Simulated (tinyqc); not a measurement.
Stacked nanosheet transistor, parasitic resistance, capacitance and delay: two steps of the calculation.

Ns sheets share one contact on top; each has perimeter p = 2 (Ws + ts) and cross-section A = Ws ts; contact width Wc = Ws + 10 nm, stack height Hs = Ns pv. Sheet 1 is the top one. Contact length Lc = CPP - Lg - 2 Lsp, shared by two neighbouring gates. Source and drain sides are equal. The formulas are first-order estimates, not field solutions.

Inputs (values chosen for the exercise); values close to those of silicon logic devices:
- T = 300 K (temperature)
- Ns = 5 (number of sheets)
- Ws = 12 nm (sheet width)
- ts = 5 nm (sheet thickness)
- rv = 106 ohm (vertical resistance between sheet levels)
- CPP = 70 nm (contacted gate pitch)
- Lg = 18 nm (gate length)
- Lsp = 4 nm (spacer length)
- rc = 3.4e-9 ohm cm^2 (contact resistivity)
- re = 0.00058 ohm cm (resistivity of the source-drain epitaxy)
- te = 20 nm (current-carrying depth of the epitaxy)
- rx = 0.0013 ohm cm (resistivity of the extension)
- Cinv = 2.6 uF/cm^2 (inversion capacitance)
- vx = 1.1e7 cm/s (injection velocity)
- mu = 220 cm^2/(V s) (apparent mobility)
- VT = 0.24 V (threshold at zero drain voltage)
- dl = 0.061 V/V (barrier lowering)
- n = 1.13 (subthreshold factor)
- Vdd = 0.75 V (supply voltage)

Constants: q = 1.602176634e-19 C, kB = 1.380649e-23 J/K, Vt = kB T/q. Results are converted to the units shown.

Problem 1. Geometry and resistances. Epitaxy sheet resistance Rsh = re/te, transfer length LT = sqrt(rc/Rsh), contact Rc = [sqrt(rc Rsh)/Wc] coth(Lc/(2 LT)); extension of one sheet Rx = rx Lsp/A. Effective width N p; for equal currents and rv = 0 one side has Rc + Rx/N.

Wanted: Lc; effective width; Rsh; LT; Rc; Rx; one side times effective width.

Solution 1.

Lc = 44.00 nm
effective width = 170.0 nm
Rsh = 290.0 ohm
LT = 34.24 nm
Rc = 796.6 ohm
Rx = 866.7 ohm
one side times effective width = 164.9 ohm um

Problem 2. Sheet currents at Vgs = Vdd, Vds = Vdd/2. One sheet: I = p Q vx u/(1 + |u|^1.8)^(1/1.8), Q = Cinv n Vt ln(1 + exp((Vg' - VT + dl Vd')/(n Vt))), u = Vd' mu/(vx Lg), Vg' = Vgs - v, Vd' = Vds - 2 v, with the drop on each side v_j = Rc sum I + rv (sum over levels k = 2..j of the current of sheets k..Ns) + Rx I_j. I(new) = I + 0.5 (I(out) - I).

I after iteration 1 (uA): sheet 1 24.867168, sheet 2 24.867168, sheet 3 24.867168, sheet 4 24.867168, sheet 5 24.867168
Rc = 796.58604 ohm
Rx = 866.66667 ohm

Wanted: drop v; I(out); I after iteration 2.

Solution 2.

drop v (mV): sheet 1 120.6, sheet 2 131.1, sheet 3 139.0, sheet 4 144.3, sheet 5 147.0
I(out) (uA): sheet 1 30.98, sheet 2 28.24, sheet 3 25.84, sheet 4 24.03, sheet 5 23.05
I after iteration 2 (uA): sheet 1 27.92, sheet 2 26.55, sheet 3 25.35, sheet 4 24.45, sheet 5 23.96

Program tinyqc, `OMP_NUM_THREADS=1 python tinyqc.py 2170121 2170122 out.jsonl`; Intel Xeon 2.30GHz, shared host, one thread, about 0.1 s.
